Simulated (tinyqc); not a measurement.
Inside a calculation: donors on two lattice sites with valley-orbit split states. Values are carried at full precision from step to step, so a last printed digit may differ when a step is redone from the rounded ones.

Each donor binds at most one electron, in any of its states. For a site s, W_s = sum over its states of g exp(E/kT), and the ionised share is 1/(1 + W_s exp(eta)), eta = (EF - Ec)/kT; n = Nc F_1/2(eta); neutrality n + NA = ND x (mean ionised share, the two sites in equal numbers); holes are neglected. Nc from N = 2 (m kB T/(4 pi c))^(3/2) with c = hbar^2/2m0, in 1/angstrom^3; times 1e24 for 1/cm^3, m = md. F_j(eta) = (1/Gamma(j + 1)) integral_0^infinity x^j dx/(1 + exp(x - eta)), which tends to exp(eta) for eta << 0.

Constants: hbar^2/2m0 = 3.80998211 eV angstrom^2; kB = 8.617333262e-05 eV/K.

Values chosen for the exercise (near those of nitrogen in 4H-SiC; not measured data):

| symbol | value | unit | meaning |
|---|---|---|---|
| md | 0.837 | m0 | density-of-states mass of the conduction band |
| E | (58.4, 51, 126.5, 81.5) | meV | binding energies of h ground, h excited, k ground, k excited |
| g | (2, 4, 2, 4) |  | their degeneracies with spin |
| T | 300 | K |  |
| ND | 3.1e+17 | 1/cm^3 | donors, half on each site |
| NA | 0 | 1/cm^3 | compensating acceptors, all ionised |
| mu0 | 38 | cm^2/(V s) | mobility at heavy doping |
| mu1 | 909 | cm^2/(V s) | mobility at light doping and 300 K |
| Nr | 1.9e+17 | 1/cm^3 | reference doping |
| de | 0.61 |  | doping exponent |
| ga | 2.4 |  | temperature exponent |

## Partition sums of the neutral donor

Give each term g exp(E/kT), W_s, and the effective degeneracy W_s exp(-E_ground/kT).

Nc = 1.9216e+19 1/cm^3

terms: h ground 19.15, h excited 28.76, k ground 266.8, k excited 93.58

W_s: h 47.909, k 360.35

effective degeneracy: h 5.004, k 2.702

The ground state alone would give 2 and all states together 6 on each site; here the excited states hold 60 % and 26 % of the bound electrons on the h and k sites.

## Neutrality

Solve for eta.

eta = -4.835
n = 1.52e+17 1/cm^3

ionised share: h 0.724, k 0.259

n is 0.491 of ND - NA. The deeper k site is ionised 0.36 times as much as the h site.

## Mobility and resistivity

Mobility (Caughey-Thomas form): mu = mu0 + (mu1 (T/300)^(-ga) - mu0)/(1 + ((ND + NA)/Nr)^de); rho = 1/(e n mu), e = 1.602176634e-19 C.

Compare with full ionisation, n = ND - NA.

mu = 409.0 cm^2/(V s)
rho = 0.100 ohm cm
rho at full ionisation = 0.0492 ohm cm

Incomplete ionisation raises rho by a factor 2.03.

## Checks

- n + NA against ND times the mean ionised share (1/cm^3): both 1.523e+17.

Program tinyqc; command `OMP_NUM_THREADS=1 python tinyqc.py 1651979 1651980 out.jsonl`; about 0.01 s on one thread of a shared Intel(R) Xeon(R) Processor @ 2.30GHz.
